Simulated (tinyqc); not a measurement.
Inside a calculation. Method: MP2 on RHF in the sto-6g basis, for BeH2, spin multiplicity 1. One step of it, computed by the program tinyqc.

Problem. Iteration 1: diagonalisation and new density. Diagonalise F' = X^T F X, C = X C', fill 3 alpha and 3 beta electrons from the bottom; D = 2 C_occ C_occ^T. Each column has its largest component positive (the first on a tie).

Fock matrix F (hartree):
```
,1Be 1s,1Be 2s,1Be 2px,1Be 2py,1Be 2pz,2H 1s,3H 1s
1Be 1s,-4.522441,-1.240085,0.000000,0.000000,0.002637,-0.210086,-0.210086
1Be 2s,-1.240085,-0.544425,0.000000,0.000000,-0.012414,-0.330289,-0.330289
1Be 2px,0.000000,0.000000,0.246394,0.000000,0.000000,0.000000,0.000000
1Be 2py,0.000000,0.000000,0.000000,-0.161004,0.000000,-0.300889,0.300889
1Be 2pz,0.002637,-0.012414,0.000000,0.000000,0.245280,-0.014537,-0.014537
2H 1s,-0.210086,-0.330289,0.000000,-0.300889,-0.014537,-0.228393,-0.020779
3H 1s,-0.210086,-0.330289,0.000000,0.300889,-0.014537,-0.020779,-0.228393
```

X:
```
,1Be 1s,1Be 2s,1Be 2px,1Be 2py,1Be 2pz,2H 1s,3H 1s
1Be 1s,1.027304,-0.146868,0.000000,0.000000,-0.000792,0.019297,0.019297
1Be 2s,-0.146868,1.160044,0.000000,0.000000,0.007630,-0.227913,-0.227913
1Be 2px,0.000000,0.000000,1.000000,0.000000,0.000000,0.000000,0.000000
1Be 2py,0.000000,0.000000,0.000000,1.227366,0.000000,-0.318231,0.318231
1Be 2pz,-0.000792,0.007630,0.000000,0.000000,1.000433,-0.012985,-0.012985
2H 1s,0.019297,-0.227913,0.000000,-0.318231,-0.012985,1.179546,-0.059589
3H 1s,0.019297,-0.227913,0.000000,0.318231,-0.012985,-0.059589,1.179546
```

Give: F' = X^T F X; orbital energies; coefficients C; D after iteration 1.

Solution.

F' = X^T F X (hartree):
```
,1,2,3,4,5,6,7
1,-4.4234,-0.6646,0.0000,0.0000,0.0026,-0.0041,-0.0041
2,-0.6646,-0.1125,0.0000,0.0000,-0.0004,-0.2760,-0.2760
3,0.0000,0.0000,0.2464,0.0000,0.0000,0.0000,0.0000
4,0.0000,0.0000,0.0000,0.1855,0.0000,-0.3738,0.3738
5,0.0026,-0.0004,0.0000,0.0000,0.2461,-0.0168,-0.0168
6,-0.0041,-0.2760,0.0000,-0.3738,-0.0168,0.0462,-0.0770
7,-0.0041,-0.2760,0.0000,0.3738,-0.0168,-0.0770,0.0462
```

orbital energies (hartree): MO1 -4.5245, MO2 -0.4067, MO3 -0.3752, MO4 0.2444, MO5 0.2464, MO6 0.3662, MO7 0.6839

coefficients C:
```
,MO1,MO2,MO3,MO4,MO5,MO6,MO7
1Be 1s,0.9939,-0.1998,0.0000,0.0349,0.0000,-0.2207,0.0000
1Be 2s,0.0244,0.5857,0.0000,-0.1501,0.0000,1.0512,0.0000
1Be 2px,0.0000,0.0000,0.0000,0.0000,1.0000,0.0000,0.0000
1Be 2py,0.0000,0.0000,0.5145,0.0000,0.0000,0.0000,1.2018
1Be 2pz,-0.0004,0.0192,0.0000,0.9888,0.0000,0.1519,0.0000
2H 1s,-0.0038,0.4068,0.4192,0.0721,0.0000,-0.7134,-0.8326
3H 1s,-0.0038,0.4068,-0.4192,0.0721,0.0000,-0.7134,0.8326
```

D after iteration 1:
```
,1Be 1s,1Be 2s,1Be 2px,1Be 2py,1Be 2pz,2H 1s,3H 1s
1Be 1s,2.0555,-0.1855,0.0000,0.0000,-0.0084,-0.1701,-0.1701
1Be 2s,-0.1855,0.6873,0.0000,0.0000,0.0224,0.4764,0.4764
1Be 2px,0.0000,0.0000,0.0000,0.0000,0.0000,0.0000,0.0000
1Be 2py,0.0000,0.0000,0.0000,0.5295,0.0000,0.4314,-0.4314
1Be 2pz,-0.0084,0.0224,0.0000,0.0000,0.0007,0.0156,0.0156
2H 1s,-0.1701,0.4764,0.0000,0.4314,0.0156,0.6825,-0.0205
3H 1s,-0.1701,0.4764,0.0000,-0.4314,0.0156,-0.0205,0.6825
```
